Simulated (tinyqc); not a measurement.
Mean barrier and spread from two temperatures.

Problem. For a Gaussian spread of Schottky barriers the apparent height is phi_ap = phi - sg^2/(2 Vt), Vt = kB T/q. Find sg and phi.

Constants: q = 1.602176634e-19 C, kB = 1.380649e-23 J/K. Results are converted to the units shown.

phi_ap(0) at 120 and 300 K (eV): [0.92470679, 0.97588272]

Solution. phi_ap is linear in 1/(2 Vt) with slope -sg^2 and intercept phi.

sg = 0.0420 eV
phi = 1.01 eV

Program tinyqc, `OMP_NUM_THREADS=1 python tinyqc.py 2640032 2640033 out.jsonl`; Intel Xeon 2.30GHz, shared host, one thread, about 0.01 s.
